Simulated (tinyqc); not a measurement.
Inside a calculation. Model: undoped symmetric double-gate MOSFET, analytic potential model.

Numbers from tinyqc (`OMP_NUM_THREADS=1 python tinyqc.py 2440071 2440072 out.jsonl`; about 0.02 s on one thread of a shared Intel Xeon 2.30GHz). Printed values are rounded.

An undoped body of thickness ts between two equal insulators and tied gates; long channel, electrons only, n = ni exp((psi - V)/Vt) with V the quasi-Fermi potential (0 at the source, Vd at the drain), constant mobility, no quantisation. Across the body psi(x) = V - 2 Vt ln[(ts/(2 beta)) sqrt(q ni/(2 eps0 eps_r Vt)) cos(2 beta x/ts)], x from the centre. Q is the electron charge per area of the whole body.

Values chosen for this exercise; material values close to those of silicon: temperature T = 400 K; band gap Eg = 1.12 eV; relative permittivity of the semiconductor eps_r = 11.8; conduction-band density of states at T Nc = 4.23e19 cm^-3; valence-band density of states at T Nv = 4.11e19 cm^-3; relative permittivity of the gate insulator eox = 3.84; insulator thickness tox = 1.3 nm; body thickness ts = 10 nm; gate work function less that of the intrinsic body dphi = 0.03 V; channel mobility mu = 580 cm^2/(V s); gate length L = 0.5 um; gate voltage Vg = 0.39 V; drain voltage Vd = 0.05 V.

Constants: q = 1.602176634e-19 C, kB = 1.380649e-23 J/K, Vt = kB T/q, eps0 = 8.8541878128e-14 F/cm where lengths are in cm. Results are converted to the units shown.

## Constants of the body

ni = sqrt(Nc Nv) exp(-Eg/(2 Vt)), Eg in volts; r = eps_r tox/(eox ts); V0 = dphi + 2 Vt ln[(2/ts) sqrt(2 eps0 eps_r Vt/(q ni))].

ni = 3.66777e12 cm^-3
r = 0.399479
V0 = 0.481642 V

## Iteration 1: beta at the source by Newton steps

beta at the start = 0.3

With V = 0: f = ln(beta) - ln(cos beta) + 2 r beta tan(beta) - (Vg - V0)/(2 Vt); f' = 1/beta + tan(beta) + 2 r [tan(beta) + beta/cos^2(beta)]; beta(new) = beta - f/f'.

f = 0.245193
f' = 4.15244
beta after iteration 1 = 0.240952

## Iteration 2: beta at the source by Newton steps

As before.

f = -0.0172080
f' = 4.79639
beta after iteration 2 = 0.244540

## Course of the iteration: beta at the source by Newton steps

Stop when beta changes by less than 1e-11, or after 40 iterations. beta must stay between 0 and pi/2.

Course of the iteration:
```
iteration,beta,|change|
1,0.240952,0.0590
2,0.244540,3.59e-3
3,0.244559,1.93e-5
4,0.244559,5.41e-10
5,0.244559,< 1e-14
```

Converged in 5 iterations. At the end the number of correct digits about doubles with each step.

## Charges and drain current

beta_s = 0.244559
beta_d = 0.125535

beta (between 0 and pi/2) solves (Vg - V0 - V)/(2 Vt) = ln(beta) - ln(cos beta) + 2 r beta tan(beta). Q = 8 eps0 eps_r Vt beta tan(beta)/ts; I = mu (1/L)(4 eps0 eps_r/ts)(2 Vt)^2 [g(beta_s) - g(beta_d)] per width, g = beta tan(beta) - beta^2/2 + r beta^2 tan^2(beta), with beta_s at V = 0 and beta_d at V = Vd.

Qs = 17.5834 nC/cm^2
Qd = 4.56430 nC/cm^2
g(beta_s) = 0.0326141
g(beta_d) = 0.00806310
I = 0.565646 uA/um

The term r beta^2 tan^2(beta), which gives the square law, makes up 4.56 % of g at the source.

## Potential and electron density across the body at the source

```
point,x/ts
0,0
1,0.1
2,0.2
3,0.3
4,0.4
5,0.45
6,0.5
```

psi(x) as above with V = 0 and beta = beta_s; n = ni exp(psi/Vt).

```
point,psi (V),n (cm^-3)
0,0.354556,1.07550e17
1,0.354639,1.07808e17
2,0.354886,1.08586e17
3,0.355301,1.09899e17
4,0.355884,1.11774e17
5,0.356240,1.12933e17
6,0.356638,1.14248e17
```

The density at the surface is 1.06 times that at the centre (1/cos^2 beta).
